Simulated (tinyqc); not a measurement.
From results to parameters: Hueckel model of a polar double bond. Computed by the program tinyqc.

Problem. A C=X pi bond in Hueckel theory has H_XX = alpha + h beta, H_CC = alpha and H_CX = k beta, with two electrons. Find h, k, the charge on carbon and the bond order.

x values of the two levels (E = alpha + x beta): 1.707878  -0.787878

Solution. The sum of the x values is h and their product is -k^2; the charge on carbon is h/sqrt(h^2 + 4k^2) and the bond order 2k/sqrt(h^2 + 4k^2).

h, k: 0.920  1.160
charge on carbon, bond order: 0.369  0.930
